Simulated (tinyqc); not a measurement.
Worked calculation: six-band hole subbands of a thin body in a field. Values are carried at full precision from step to step, so a last printed digit may differ when a step is redone from the rounded ones.

Constants: hbar^2/2m0 = 3.80998211 eV angstrom^2.

Inputs chosen for the exercise (near those of a p-type Ge channel; shifted at random, so the results belong to these values and not to a real crystal): S = (9.62, -2.69, 15.04) 1/TPa (compliances s11, s12, s44); sx = -0.5 GPa (stress along the channel [1-10], negative in compression); b = -2.53 eV (tetragonal potential); d = -5.24 eV (trigonal potential); g1 = 13.34 (Luttinger gamma1); g2 = 4.22 (gamma2); g3 = 5.71 (gamma3); face = 110 (surface); Dso = 0.288 eV (spin-orbit splitting); t = 95 angstrom (body thickness); F = 0.2 MV/cm (field across the body); kmax = 0.1 1/angstrom (end of the path).

## Strain and its block

exx = eyy = (s11 + s12) sx/2, ezz = s12 sx, exy = -s44 sx/4 (1 GPa/TPa = 1e-3). With e0 the traceless part, B_XX = 2b e0xx - b (e0yy + e0zz) and B_XY = sqrt(3) d exy.

strain, rows x, y, z and columns alike:
$$\begin{pmatrix}
-0.001733 & 0.001880 & 0 \\
0.001880 & -0.001733 & 0 \\
0 & 0 & 0.001345
\end{pmatrix}$$

B (eV), rows X, Y, Z and columns alike:
$$\begin{pmatrix}
0.00779 & -0.01706 & 0 \\
-0.01706 & 0.00779 & 0 \\
0 & 0 & -0.01557
\end{pmatrix}$$

## Confinement masses without spin-orbit coupling

C(n n^T)/c has C_XX = (g1 + 4 g2) nx^2 + (g1 - 2 g2)(ny^2 + nz^2) and C_XY = 6 g3 nx ny, n the unit normal; its eigenvalues are the inverse masses along n.

C(n n^T)/c, rows X, Y, Z and columns alike:
$$\begin{pmatrix}
17.5600 & 17.1300 & 0 \\
17.1300 & 17.5600 & 0 \\
0 & 0 & 4.9000
\end{pmatrix}$$

masses (m0): [2.3256, 0.2041, 0.0288]

The heaviest mass, 2.33, comes from a near cancellation among the gammas, so a few per cent in them move it strongly.

## The matrix for one sine at q = 0

Basis X, Y, Z times spin, hole energies counted downwards from the unstrained edge (the hydrostatic shift is left out), c = hbar^2/2m0. For a symmetric tensor T let C(T) have C_XX = L Txx + M (Tyy + Tzz), C_XY = N Txy (cyclic), L = c (g1 + 4 g2), M = c (g1 - 2 g2), N = 6 c g3. k = q + kz n, n the unit normal, q = k1 u + k2 v with u along the channel [1-10] and v = n x u. H = C(k k^T) + (Dso/3)(1 - L.sigma) - B + e F z with (L_k)_ij = -i epsilon_kij; B is the block C built from the traceless strain with 2b, -b and sqrt(3) d in place of L, M, N. Strain: exx = eyy = (s11 + s12) sx/2, ezz = s12 sx, exy = -s44 sx/4. Hard walls at z = 0 and t; basis sin(j pi z/t), j = 1 to Nz: kz^2 = (j pi/t)^2, kz = -i D with D_jl = 4 j l/(t (j^2 - l^2)), z_jj = t/2 and z_jl = -8 t j l/(pi (j^2 - l^2))^2 for j + l odd; 1 MV/cm = 0.01 eV/angstrom.

Nz = 1, in meV.

H (meV), rows X+, Y+, Z+, X-, Y-, Z- and columns alike:
$$\begin{pmatrix}
256.38 & 88.44+96.00i & 0 & 0 & 0 & -96.00 \\
88.44-96.00i & 256.38 & 0 & 0 & 0 & 96.00i \\
0 & 0 & 226.99 & 96.00 & -96.00i & 0 \\
0 & 0 & 96.00 & 256.38 & 88.44-96.00i & 0 \\
0 & 0 & 96.00i & 88.44+96.00i & 256.38 & 0 \\
-96.00 & -96.00i & 0 & 0 & 0 & 226.99
\end{pmatrix}$$

## Its levels

Diagonalise; the levels come in pairs. Give each pair and its weights on X, Y, Z, summed over spin and averaged over the pair.

levels (meV): [94.51, 186.92, 458.31]

weights, rows X, Y, Z; columns pair 1, pair 2, pair 3:
$$\begin{pmatrix}
0.364 & 0.257 & 0.380 \\
0.364 & 0.257 & 0.380 \\
0.273 & 0.487 & 0.240
\end{pmatrix}$$

## More sines

The four lowest pairs at q = 0.

Hole energies (meV):
```
Nz  pair 1  pair 2  pair 3  pair 4
1    94.51  186.92  458.31       -
2    69.74  141.36  178.95  313.27
4    61.06  107.77  149.90  178.60
8    60.41  103.34  135.83  164.72
16   60.41  103.31  135.72  164.34
```

One sine is 34.11 meV off in the top subband, since the field mixes the sines. The second pair lies 42.9 meV deeper.

## Dispersion of the top subband

Nz = 14; the two lowest levels (spin-split where the field breaks inversion), in meV from their value at q = 0.

Energies (meV):
```
|q| (1/angstrom)     u a     u b     v a     v b
0.025              44.80   45.50   11.28   20.07
0.050              92.71  102.00   39.81   65.63
0.075             128.18  133.27   86.89  107.22
0.100             160.35  162.77  152.83  166.09
```

From the mean of each pair in the first row, c q^2/E gives 0.05 m0 along u and 0.15 m0 along v. The largest distance between a and b in the table is 25.81 meV. These masses hold for the first row only: the band bends further out.

## Checks

- Top level at q = 0 on (001) without field and stress against c (g1 - 2 g2)(pi/t)^2, eV: both 0.02042.
- Hermiticity, and E(q) against E(-q): they agree to 1e-10 or better.

(tinyqc, `OMP_NUM_THREADS=1 python tinyqc.py 1281179 1281180 out.jsonl`, Intel(R) Xeon(R) Processor @ 2.30GHz, 1 thread, shared host, about 0.4 s.)
